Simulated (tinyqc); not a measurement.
Inside a calculation. Model: decay of LO phonons and the hot-phonon bottleneck in the cooling of electrons. Computed by tinyqc, a small Python program that keeps every step. Command: `OMP_NUM_THREADS=1 python tinyqc.py 3024702 3024703 out.jsonl hotphonon walk`. One thread of a shared host (Intel(R) Xeon(R) Processor @ 2.30GHz), about 0.01 s of CPU time with the checks. Intermediate numbers are printed to about 5 digits and carried at full precision; extremes and crossings named in words are read from the listed rows.

n(E, T) = 1/(exp(E/(k_B T)) - 1) is the Bose occupation. Electrons have a temperature T_e; the LO modes within their reach share one occupation N; the decay products stay at the lattice temperature.

Inputs (values chosen for the exercise, modelled on gallium nitride):
```
quantity                                             value    unit
LO energy hbar omega                                  90.3     meV
lifetime at T = 0, tau_0                               1.8      ps
share f of the energy in the softer product           0.24       -
lattice temperature T                                  500       K
electron mass m*                                       0.2     m_0
eps_inf                                                5.4       -
static dielectric constant eps_s                      9.41       -
electron density n                                 3.1e+17  1/cm^3
density of LO modes that the electrons reach, N_m  3.6e+18  1/cm^3
power supplied per electron P                         0.83      nW
step factor                                            0.8       -
```

Decay channel: two unequal phonons (Ridley).

Constants: k_B = 8.617333262e-05 eV/K; c = 299792458 m/s; e^2/(4 pi eps_0) = 14.39964548 eV angstrom; hbar^2/(2 m_0) = 3.80998212 eV angstrom^2; hbar = 6.582119569e-16 eV s; e = 1.602176634e-19 C; k_B = 1.380649e-23 J/K.

## Lifetime and Raman width

Decay rate 1/tau = (1/tau_0) [1 + n(f hbar omega) + n((1 - f) hbar omega)]. Full width Gamma = 1/(2 pi c tau) in 1/cm, c in cm/s.

thermal factor tau_0/tau = 2.7851

phonon lifetime tau = 0.64629 ps

Raman width Gamma = 8.2143 1/cm

equilibrium LO occupation N_0 = 0.14022

Stimulated decay shortens the lifetime by 64 %.

## Spontaneous emission time

Froehlich coupling alpha = (e^2/(4 pi eps_0)) (1/eps_inf - 1/eps_s) k_0/(2 hbar omega), k_0 = sqrt(m* hbar omega/(hbar^2/(2 m_0))); emission time tau_sp = hbar/(2 alpha hbar omega); bottleneck ratio r = (n/N_m) tau/tau_sp.

alpha = 0.43320

emission time tau_sp = 8.4131 fs

bottleneck ratio r = 6.6150

r compares the rate at which electrons exchange quanta with a mode to its decay rate. Exchange outruns decay, so a hot population builds up if the power is high enough.

## Electron and phonon temperatures in closed form

Net emission per electron: [(N + 1) x - N]/tau_sp with x = exp(-hbar omega/(k_B T_e)), a simple two-level balance; steady state of the modes: n [(N + 1) x - N]/tau_sp = N_m (N - N_0)/tau; power per electron P = hbar omega [(N + 1) x - N]/tau_sp. With p = P tau_sp/(hbar omega): N = N_0 + r p and x = (p + N)/(N + 1); without hot phonons N = N_0. The mode temperature T_LO solves n(hbar omega, T_LO) = N.

reduced power p = 4.8265e-04

LO occupation N = 0.14341

electron temperature T_e = 505.57 K

T_e without hot phonons = 500.82 K

mode temperature T_LO = 504.75 K

Hot phonons raise T_e by 5 K. T_LO lies close to T_e: electrons and LO modes form one hot system, cooled only by the decay.

## The same balance by iteration

Eliminating N gives P(T_e) = (hbar omega/tau_sp) [(N_0 + 1) x - N_0]/[1 + r (1 - x)]. Newton steps on ln P against ln T_e, times the step factor, each limited to 0.7 in ln T_e and to keeping a fifth of T_e - T; start at 1.5 T; stop when |ln(P/P(T_e))| < 1e-9 or after 40 steps.

Iterations:
```
step  T_e (K)  P(T_e) (nW)  ln(P/P(T_e))
0      750.00       40.768   -3.8942e+00
1      550.00        7.632   -2.2187e+00
2      510.00        1.495   -5.8825e-01
3      505.34        0.796    4.1397e-02
4      505.52        0.823    8.8070e-03
5      505.56        0.829    1.7857e-03
6      505.57        0.830    3.5814e-04
7      505.57        0.830    7.1669e-05
8      505.57        0.830    1.4335e-05
9      505.57        0.830    2.8671e-06
10     505.57        0.830    5.7343e-07
11     505.57        0.830    1.1469e-07
12     505.57        0.830    2.2937e-08
13     505.57        0.830    4.5875e-09
14     505.57        0.830    9.1750e-10
```

converged (1 yes, 0 no) = 1

T_e from the iteration = 505.57 K

Converged at step 14.

## Energy relaxation with and without hot phonons

P(T_e) = (hbar omega/tau_sp) [(N_0 + 1) x - N_0]/[1 + r (1 - x)], and r = 0 without hot phonons; energy relaxation time tau_E = (3/2) k_B (T_e - T)/P.

Cooling:
```
T_e (K)  P, cold phonons (nW)  P, hot phonons (nW)   ratio  tau_E (ps)        N
530                    30.370               4.5335  6.6991     0.13704  0.15766
580                    80.823               12.379  6.5289     0.13383  0.18784
650                    149.97               23.822  6.2956     0.13040  0.23185
800                    288.01               49.402  5.8299     0.12576  0.33025
1000                   446.48               84.316  5.2953     0.12281  0.46456
1300                   634.58               136.16  4.6607     0.12168  0.66397
1800                   854.35               217.99  3.9193     0.12351  0.97874
2500                   1048.3               321.07  3.2650     0.12900   1.3753
```

Reabsorption cuts the loss by a factor 6.70 at the lowest T_e and 3.26 at the highest; the factor is 1 + r (1 - x) with r = 6.62. tau_E runs from 0.14 to 0.13 ps, with its shortest value, 0.12 ps, at T_e = 1300 K, against tau_sp = 8.4 fs and a phonon lifetime of 0.65 ps. For r (1 - x) much above 1 the loss tends to hbar omega (N_m/n)(n(hbar omega, T_e) - N_0)/tau, in which tau_sp no longer appears. Pauli blocking is left out, as are upper valleys and non-parabolic bands, which can matter above about 1000 K.

Checks made by the program: iteration against the closed form (relative difference below 1e-10).
